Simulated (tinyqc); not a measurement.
Inside a calculation. Model: bandgap voltage reference from two bipolar transistors.

Computed by the program tinyqc: `OMP_NUM_THREADS=1 python tinyqc.py 2062202 2062203 out.jsonl`, one thread of a shared Intel Xeon 2.30GHz, about 0.03 s for the whole run. Printed values are rounded.

Two transistors of area 1 and N carry the same current I. Is(T) = Is (T/T0)^eta exp[(Vg0 q/kB)(1/T0 - 1/T)], VBE1 = Vt ln(I/Is(T)) + I rb, VBE2 = Vt ln(I/(N Is(T))) + I rb/N. The amplifier forces I R1(T) = VBE1 - VBE2 + Vos, with R(T) = R (1 + tc (T - T0)) for both resistors, and the output is Vref = VBE1 + I R2(T). Base currents and the Early effect are neglected.

Values chosen for this exercise; values of the order met in silicon bipolar transistors: reference temperature T0 = 298 K; band-gap voltage extrapolated to 0 K Vg0 = 1.148 V; temperature exponent of the saturation current eta = 4.3; saturation current of the unit transistor at T0 Is = 6e-17 A; area ratio of the second transistor N = 8; resistor across which the difference of VBE falls, at T0 R1 = 3.4 kohm; temperature coefficient of both resistors tc = 500 ppm/K; offset of the amplifier Vos = 0 mV; series resistance of the unit transistor rb = 12 ohm; output resistor at T0 R2 = 37.78 kohm; temperature T = 253 K.

Constants: q = 1.602176634e-19 C, kB = 1.380649e-23 J/K. Results are converted to the units shown.

## Operating point at the reference temperature

Vt = kB T/q; I = (Vt ln N + Vos)/(R1(T) - rb (1 - 1/N)). Evaluate at T = T0.

Vt = 0.0256797 V
I = 15.7543 uA
Is(T) = 6e-17 A
VBE1 = 0.675405 V
I R2 = 0.595199 V
Vref = 1.27060 V

## Operating point at another temperature

Vt = kB T/q; I = (Vt ln N + Vos)/(R1(T) - rb (1 - 1/N)).

Vt = 0.0218019 V
I = 13.6842 uA
Is(T) = 1.04516e-20 A
VBE1 = 0.759049 V
I R2 = 0.505356 V
Vref = 1.26440 V

From T0 to T, VBE1 changes by 83.6 mV and I R2 by -89.8 mV, which leaves -6.20 mV in Vref.

## Resistor for zero slope at T0, ideal case

With tc = 0, Vos = 0 and rb = 0 the current is proportional to T, dVBE/dT = (VBE - Vg0 - (eta - 1) Vt)/T, and Vref has zero slope at T0 when Vref = Vg0 + (eta - 1) Vt0. Find VBE1, its slope, that Vref, R2/R1 and the curvature d2Vref/dT2 = -(eta - 1) kB/(q T0).

VBE1 = 0.675136 V
dVBE/dT = -1.87116 mV/K
Vref = 1.23274 V
R2/R1 = 10.4422
curvature = -0.954268 uV/K^2
